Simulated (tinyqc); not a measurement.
Donors with valley-orbit split 1s states: one step. Mobility and resistivity. Four cases, with inputs chosen for the exercise.

Problem. Compare with full ionisation, n = ND - NA.

Mobility (Caughey-Thomas form): mu = mu0 + (mu1 (T/300)^(-ga) - mu0)/(1 + ((ND + NA)/Nr)^de); rho = 1/(e n mu), e = 1.602176634e-19 C.

Give: mu; rho; rho at full ionisation.

Case 1.

Values chosen (near those of P in Si; shifted at random, so the results belong to these values and not to a real crystal): ND = 1.9e+17 1/cm^3 (donors); NA = 0 1/cm^3 (compensating acceptors, all ionised); mu0 = 69 cm^2/(V s) (mobility at heavy doping); mu1 = 1454 cm^2/(V s) (mobility at light doping and 300 K); Nr = 9.1e+16 1/cm^3 (reference doping); de = 0.72 (doping exponent); ga = 2.3 (temperature exponent); T = 300 K.

n = 1.4948e+17 1/cm^3

Solution.

mu = 582.2 cm^2/(V s)
rho = 0.0717 ohm cm
rho at full ionisation = 0.0564 ohm cm

Incomplete ionisation raises rho by a factor 1.27.

Case 2.

Values chosen (near those of P in Si; shifted at random, so the results belong to these values and not to a real crystal): ND = 2.7e+15 1/cm^3 (donors); NA = 0 1/cm^3 (compensating acceptors, all ionised); mu0 = 66 cm^2/(V s) (mobility at heavy doping); mu1 = 1401 cm^2/(V s) (mobility at light doping and 300 K); Nr = 9.1e+16 1/cm^3 (reference doping); de = 0.72 (doping exponent); ga = 2.3 (temperature exponent); T = 350 K.

n = 2.6924e+15 1/cm^3

Solution.

mu = 915.3 cm^2/(V s)
rho = 2.53 ohm cm
rho at full ionisation = 2.53 ohm cm

Incomplete ionisation raises rho by a factor 1.

Case 3.

Values chosen (near those of P in Si; shifted at random, so the results belong to these values and not to a real crystal): ND = 6.9e+15 1/cm^3 (donors); NA = 0 1/cm^3 (compensating acceptors, all ionised); mu0 = 59 cm^2/(V s) (mobility at heavy doping); mu1 = 1425 cm^2/(V s) (mobility at light doping and 300 K); Nr = 1.1e+17 1/cm^3 (reference doping); de = 0.72 (doping exponent); ga = 2.3 (temperature exponent); T = 400 K.

n = 6.8644e+15 1/cm^3

Solution.

mu = 654.2 cm^2/(V s)
rho = 1.39 ohm cm
rho at full ionisation = 1.38 ohm cm

Incomplete ionisation raises rho by a factor 1.01.

Case 4.

Values chosen (near those of Sb in Si; shifted at random, so the results belong to these values and not to a real crystal): ND = 8.3e+16 1/cm^3 (donors); NA = 0 1/cm^3 (compensating acceptors, all ionised); mu0 = 69 cm^2/(V s) (mobility at heavy doping); mu1 = 1361 cm^2/(V s) (mobility at light doping and 300 K); Nr = 9.3e+16 1/cm^3 (reference doping); de = 0.72 (doping exponent); ga = 2.3 (temperature exponent); T = 500 K.

n = 8.0104e+16 1/cm^3

Solution.

mu = 251.9 cm^2/(V s)
rho = 0.309 ohm cm
rho at full ionisation = 0.299 ohm cm

Incomplete ionisation raises rho by a factor 1.04.

Computed by tinyqc, one run a case: `OMP_NUM_THREADS=1 python tinyqc.py N N+1 out.jsonl` with N = 1652784, 1680693, 1680794, 1680918; one thread of a shared Intel(R) Xeon(R) Processor @ 2.30GHz, about 0.01 s a run at most.
